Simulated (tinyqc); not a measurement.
# Worked calculation: thermionic-field emission through a Schottky barrier, WKB

Program tinyqc, `OMP_NUM_THREADS=1 python tinyqc.py 2640049 2640050 out.jsonl`; Intel Xeon 2.30GHz, shared host, one thread, about 0.04 s. Printed values are rounded.

Metal on an n-type semiconductor with one parabolic valley; V > 0 is forward bias (metal positive). Energies E are counted from the conduction edge of the neutral semiconductor, whose Fermi level lies at -xi; that of the metal lies at -xi - V. The barrier is a parabola of height Vd = phi - xi - V (depletion approximation, no image force).

Parameters, values chosen for the exercise; band and dielectric values those of a made-up semiconductor:
- T = 400 K (temperature)
- me = 0.256 m0 (electron mass)
- eps_r = 7.89 (relative permittivity)
- phi = 1.18 eV (barrier height seen from the metal)
- Nd = 9.8e18 cm^-3 (donor density)
- V = 0.17 V (bias)
- nE = 15 (points of the energy grid)
- Eb = 0.88 eV (upper end of the energy grid)

Constants: q = 1.602176634e-19 C, kB = 1.380649e-23 J/K, hbar = 1.054571817e-34 J s, h = 6.62607015e-34 J s, m0 = 9.1093837015e-31 kg, Vt = kB T/q, eps0 = 8.8541878128e-14 F/cm where lengths are in cm. Results are converted to the units shown.

Range of the model: The depletion approximation, a parabolic band and the neglect of image-force lowering make these currents estimates at high doping.

## Fermi level, barrier and E00

Nc = 2 (2 pi me m0 kB T/h^2)^1.5 (times 1e-6 for cm^-3); Nd = Nc F12(-xi/Vt), F12(x) = (2/sqrt(pi)) int_0^infinity sqrt(u)/(1 + exp(u - x)) du; E00 = (hbar/2) sqrt(Nd/(me m0 eps0 eps_r)) in SI units (volts). W = sqrt(2 eps0 eps_r Vd/(q Nd)).

Nc = 5.004262e18 cm^-3
xi = -0.04641417 eV
Vd = 1.056414 V
W = 9.695646 nm
E00 = 40.89610 meV
E00/Vt = 1.186449

By a common rule of thumb, E00/Vt below 0.5 marks thermionic emission, 0.5 to 5 thermionic-field emission and above 5 field emission. By that rule alone: thermionic-field emission; with a high barrier, tunnelling near its top can carry most of the current even below 0.5.

## Current density on a coarse grid

For E < Vd, ln T(E) = -(Vd/E00) [sqrt(1 - y) - y ln((1 + sqrt(1 - y))/sqrt(y))], y = E/Vd; T(E) = 1 above. J = A* T (q/kB) int_0^infinity T(E) N(E) dE, N = ln[(1 + exp((-xi - E)/Vt))/(1 + exp((-xi - V - E)/Vt))], A* = 4 pi q me m0 kB^2/h^3 (times 1e-4 for A/(cm^2 K^2)). Simpson's rule on nE equally spaced points from 0 to Eb.

```
point     E (eV)          T(E)             N        T(E) N
0      0.0000000  6.045767e-12      1.550409  9.373415e-12
1      0.0628571  3.270591e-10     0.4783441  1.564468e-10
2      0.1257143   5.952770e-9    0.09476845  5.641348e-10
3      0.1885714   7.067356e-8    0.01593085   1.125890e-9
4      0.2514286   6.293415e-7   0.002589511   1.629687e-9
5      0.3142857   4.487780e-6   4.185343e-4   1.878290e-9
6      0.3771429   2.661183e-5   6.758390e-5   1.798531e-9
7      0.4400000   1.344237e-4   1.091165e-5   1.466785e-9
8      0.5028571   5.878688e-4   1.761682e-6   1.035638e-9
9      0.5657143   0.002250726   2.844217e-7  6.401552e-10
10     0.6285714   0.007600624   4.591954e-8  3.490172e-10
11     0.6914286    0.02274242   7.413656e-9  1.686045e-10
12     0.7542857    0.06040940   1.196926e-9  7.230558e-11
13     0.8171429     0.1423107  1.932423e-10  2.750045e-11
14     0.8800000     0.2959555  3.119874e-11  9.233439e-12
```

J = 0.09805507 A/cm^2

The integrand peaks at E = 0.314 eV among these points, 0.30 of the barrier height. A converged quadrature gives 0.09815 A/cm^2 (this grid is 0.094 % below that), of which 9.4e-4 % passes over the barrier.
